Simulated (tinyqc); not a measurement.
Two branches across an indirect gap: complex band structure along [001] in sp3s* tight binding.

For k = (0, 0, kz) the phase sums are g0 = cos(phi) and g3 = i sin(phi), phi = kz a/4, and the s, pz, s* orbitals of anion (a) and cation (c) decouple from px, py. With z = exp(i phi), H(z) = H0 + z T + T^T/z for any complex z. H0 is diagonal (Esa, Epa, Exa, Esc, Epc, Exc). The anion-cation block is B(z) = z U + W/z and the cation-anion block z W^T + U^T/z, where U has Vss/2 (s,s), Vsapc/2 (s,z), -Vscpa/2 (z,s), Vxx/2 (z,z), Vxapc/2 (s*,z), -Vpaxc/2 (z,s*), and W has the same values with the s-z and s*-z signs reversed. |z| = 1 is a band state, |z| < 1 decays along [001] as exp(-kappa d) over a distance d, kappa = -(4/a) ln|z|. No spin-orbit coupling.

Values chosen for the exercise (out of a larger set: near a published set for AlAs, fitted to gaps, whose masses and valley positions are rough (light masses up to twice too heavy); not measured data): p = (-7.542, 0.983, -1.169, 3.566, 7.452, 6.68, -6.662, 1.871, 4.267, 5.144, 5.55, 4.509, 5.046) eV (order Esa, Epa, Esc, Epc, Exa, Exc, Vss, Vxx, Vxy, Vsapc, Vscpa, Vxapc, Vpaxc); a = 5.661 angstrom (lattice constant); Eg = 2.263 eV (top of the energy range, the indirect gap).

Ev = 0.00104 eV

The smallest kappa with Re kz = 0 and the smallest with Re kz > 0, at energies E from Ev; a dash: no such root.

Decay constants:
```
E/Eg  E (eV)  kappa at Gamma (1/angstrom)  kappa off Gamma (1/angstrom)  its Re kz (2 pi/a)
0.05  0.1132                       0.0662                        0.6655               0.748
0.20  0.4526                       0.1260                        0.6215               0.754
0.35  0.7921                       0.1579                        0.5711               0.761
0.50  1.1315                       0.1772                        0.5118               0.769
0.65  1.4709                       0.1874                        0.4395               0.779
0.80  1.8104                       0.1894                        0.3442               0.791
0.90  2.0367                       0.1856                        0.2530               0.803
0.97  2.1951                       0.1800                        0.1471               0.816
```

The branch from the valence band at Gamma decays more slowly below E/Eg of about 0.95, and the branch from the conduction valley above. The two differ in Re kz, so passing from one to the other needs kz from an abrupt interface, a steep field, a phonon or a defect. Valleys off the [001] axis, such as L, are not seen on these branches.

tinyqc: `OMP_NUM_THREADS=1 python tinyqc.py 1450266 1450267 out.jsonl`; about 0.01 s, one thread, shared Intel(R) Xeon(R) Processor @ 2.30GHz.
